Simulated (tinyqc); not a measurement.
X-ray photoelectron analysis of a thin oxide on a semiconductor: attenuation lengths, thickness, angle series and band offsets: one step, computed by the program tinyqc.

The same element is seen in the oxide and in the substrate, at nearly the same kinetic energy; films are flat and uniform, and the work function is ignored.

Task: Peak ratio. R_0 = (rho_o/M_o) L_o/((rho_s/M_s) L_s); peak ratio R = I_ox/I_sub = R_0 [exp(d/(L_o cos theta)) - 1]; hence d = L_o cos theta ln(1 + R/R_0). A carbon layer weakens both peaks alike, by exp(-d_C/(L_o cos theta)) if its L is taken equal to L_o. This R_0 leaves out intrinsic losses from the substrate peak, so calibrated values can be larger.

Inputs (values chosen for the exercise, modelled on SiO2 on 4H-SiC):
```
quantity,value,unit
oxide density,2.2,g/cm^3
oxide formula mass,60.08,g/mol
substrate density,3.21,g/cm^3
substrate formula mass,40.1,g/mol
oxide thickness d,1.1,nm
emission angle from the normal,45,degrees
carbon overlayer,0.13,nm
```

L in the oxide = 4.480269 nm

L in the substrate = 3.375134 nm

Give: R_0; d/(L_o cos theta); ratio R; oxide share of the counts; attenuation by carbon; depth 3 L_o cos theta.

Result:

R_0 = 0.6072

d/(L_o cos theta) = 0.3472

ratio R = 0.2521

oxide share of the counts = 0.2013

attenuation by carbon = 0.9598

depth 3 L_o cos theta = 9.504 nm
